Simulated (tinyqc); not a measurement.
What moves the results: complex band structure along [001] in sp3s* tight binding. A value that a table varies takes the place of the one given here.

For k = (0, 0, kz) the phase sums are g0 = cos(phi) and g3 = i sin(phi), phi = kz a/4, and the s, pz, s* orbitals of anion (a) and cation (c) decouple from px, py. With z = exp(i phi), H(z) = H0 + z T + T^T/z for any complex z. H0 is diagonal (Esa, Epa, Exa, Esc, Epc, Exc). The anion-cation block is B(z) = z U + W/z and the cation-anion block z W^T + U^T/z, where U has Vss/2 (s,s), Vsapc/2 (s,z), -Vscpa/2 (z,s), Vxx/2 (z,z), Vxapc/2 (s*,z), -Vpaxc/2 (z,s*), and W has the same values with the s-z and s*-z signs reversed. |z| = 1 is a band state, |z| < 1 decays along [001] as exp(-kappa d) over a distance d, kappa = -(4/a) ln|z|. No spin-orbit coupling.

Values chosen for the exercise (near a published set for AlAs, fitted to gaps, whose masses and valley positions are rough (light masses up to twice too heavy); not measured data):
```
symbol  value                                                                                         unit      meaning
p       (-7.531, 0.987, -1.167, 3.586, 7.49, 6.707, -6.642, 1.88, 4.287, 5.107, 5.517, 4.529, 5.001)  eV        order Esa, Epa, Esc, Epc, Exa, Exc, Vss, Vxx, Vxy, Vsapc, Vscpa, Vxapc, Vpaxc
a       5.666                                                                                         angstrom  lattice constant
Eg      2.263                                                                                         eV        top of the energy range, the indirect gap
dE      1.46                                                                                          eV        E - Ev
```

## Two branches across an indirect gap

Ev = 0.00109 eV

The smallest kappa with Re kz = 0 and the smallest with Re kz > 0, at energies E from Ev; a dash: no such root.

Decay constants:
```
E/Eg,E (eV),kappa at Gamma (1/angstrom),kappa off Gamma (1/angstrom),its Re kz (2 pi/a)
0.05,0.1132,0.0665,0.6666,0.751
0.20,0.4526,0.1266,0.6227,0.758
0.35,0.7921,0.1586,0.5725,0.765
0.50,1.1315,0.1779,0.5136,0.773
0.65,1.4709,0.1881,0.4416,0.783
0.80,1.8104,0.1898,0.3468,0.796
0.90,2.0367,0.1858,0.2562,0.808
0.97,2.1951,0.1800,0.1506,0.824
```

The branch from the valence band at Gamma decays more slowly below E/Eg of about 0.95, and the branch from the conduction valley above. The two differ in Re kz, so passing from one to the other needs kz from an abrupt interface, a steep field, a phonon or a defect. Valleys off the [001] axis, such as L, are not seen on these branches.

## Energy and lattice constant

The slowest root of the s-pz block and the heavy-hole branch, sinh^2(kappa a/4) = ((E - Epa)(E - Epc) - Vxx^2)/(Vxx^2 - Vxy^2), at E = Ev + dE with Ev the lower root of [[Epa, Vxx], [Vxx, Epc]]; the couplings are kept when a changes. Each row changes one parameter from the base and keeps the others.

Results:
```
case,slowest kappa (1/angstrom),heavy-hole kappa (1/angstrom)
base,0.1879,0.3729
dE = 1.49 eV,0.1884,0.3747
a = 5.836 angstrom,0.1824,0.3621
```

The largest shifts from the base row, up to three for each result and ties (the steps differ in size, so this ranks the rows, not the parameters). slowest kappa (1/angstrom): a -0.0055, dE +0.0005. heavy-hole kappa (1/angstrom): a -0.0109, dE +0.0018. With the couplings fixed, kappa a stays, so kappa scales as 1/a.

Run: tinyqc, `OMP_NUM_THREADS=1 python tinyqc.py 1482878 1482879 out.jsonl`; Intel(R) Xeon(R) Processor @ 2.30GHz, one thread, shared host; about 0.01 s of CPU time with all checks.
